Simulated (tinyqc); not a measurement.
Comparisons within one model: phonon-assisted absorption at an indirect gap. A value that a table varies takes the place of the one given here.

alpha(E) = sum_j A_j [N_j (E - Eg + w_j)^2 + (N_j + 1)(E - Eg - w_j)^2], each bracket counted only where its base is positive; N_j = 1/(exp(w_j/kB T) - 1). The first term absorbs a phonon and the second emits one; excitons and direct transitions are left out.

Photodiode (Gaertner form with a dead layer): QE = (1 - R) exp(-alpha xj) [1 - exp(-alpha W)/(1 + alpha L)], R = ((nr - 1)/(nr + 1))^2; responsivity = QE/E in A/W for E in eV.

Constants: kB = 8.617333262e-05 eV/K.

Values chosen for the exercise (loosely those of SiC at room temperature; Eg is not tied to T; shifted at random, so the results belong to these values and not to a real crystal): Eg = 3.29 eV (indirect gap, held fixed unless listed); w = (69.2, 47.1) meV (two zone-edge phonons); A = (3800, 710) 1/(cm eV^2) (their strengths); T = 200 K; nr = 2.84 (refractive index); xj = 0.24 micrometre (dead layer at the surface); W = 7.9 micrometre (depleted width); L = 110 micrometre (minority diffusion length below it); E = 3.63 eV (photon energy).

## The square root of alpha at three temperatures

The gap is held fixed, so only the phonon occupations change.

sqrt(alpha) (1/cm^(1/2)):
```
E - Eg (eV)     4 K    77 K   600 K
-0.04         0.000   0.011   1.084
-0.02         0.000   0.027   1.903
0.00          0.000   0.043   2.744
0.02          0.000   0.059   3.592
0.04          0.000   0.076   4.442
0.07          0.612   0.621   5.775
0.10          2.365   2.368   7.564
0.15          5.686   5.689  11.387
0.20          9.034   9.037  15.587
0.30         15.743  15.747  24.331
0.45         25.813  25.818  37.708
0.60         35.884  35.891  51.179
```

What can be read from the table?

Below the gap only phonon absorption acts: at E - Eg = -0.02 eV sqrt(alpha) is 0.000, 0.027 and 1.903 at 4, 77 and 600 K. A straight line through the last two rows meets the axis at E - Eg = +0.0656, +0.0656 and +0.0301 eV: the intercept is roughly a weighted mean of the thresholds, not the gap, and it moves from the emission side towards Eg as the occupations grow. At the last row alpha grows by a factor 2.03 from the lowest to the highest temperature at fixed gap.

## Spectral response

Response:
```
E (eV)  wavelength (nm)  alpha (1/cm)  1/alpha (micrometre)  dead layer  collected     QE    A/W
3.31                375         0.778              1.29e+04       1.000      0.009  0.007  0.002
3.35                370          1.86              5.38e+03       1.000      0.021  0.017  0.005
3.41                364          17.9                   559       1.000      0.176  0.136  0.040
3.49                355          92.0                   109       0.998      0.538  0.414  0.118
3.59                345           270                  37.0       0.994      0.797  0.610  0.170
3.74                332           715                  14.0       0.983      0.936  0.709  0.190
3.94                315      1.64e+03                  6.09       0.961      0.986  0.730  0.185
4.19                296      3.33e+03                  3.00       0.923      0.998  0.710  0.169
4.49                276      6.15e+03                  1.63       0.863      1.000  0.665  0.148
4.89                254      1.12e+04                 0.891       0.764      1.000  0.588  0.120
```

What can be read from the table?

QE is highest, 0.730, at 3.94 eV of those listed and the responsivity at 3.74 eV; reflection alone caps QE at 0.770. Near the gap weak absorption limits it (collected share 0.009); at the top the dead layer passes 0.764. Far above the gap the quadratic law and a constant index are only rough.

## What moves the response

At the energy E. Each row changes one parameter from the base and keeps the others.

Results:
```
case                  alpha (1/cm)      QE
base                         368.0  0.6505
Eg = 3.27 eV                 422.6  0.6659
T = 250 K                    399.1  0.6598
W = 15.8 micrometre          368.0  0.6791
L = 55 micrometre            368.0  0.5748
xj = 0.48 micrometre         368.0  0.6448
nr = 2.98                    368.0  0.6354
```

What does this show?

The largest shifts from the base row, up to three for each result and ties (the steps differ in size, so this ranks the rows, not the parameters). alpha (1/cm): Eg +54.6, T +31.1; unchanged at the printed digits by W, L, xj and nr. QE: L -0.0757, W +0.0285, Eg +0.0154.

Run: tinyqc, `OMP_NUM_THREADS=1 python tinyqc.py 1680749 1680750 out.jsonl`; Intel(R) Xeon(R) Processor @ 2.30GHz, one thread, shared host; about 0.01 s of CPU time with all checks.
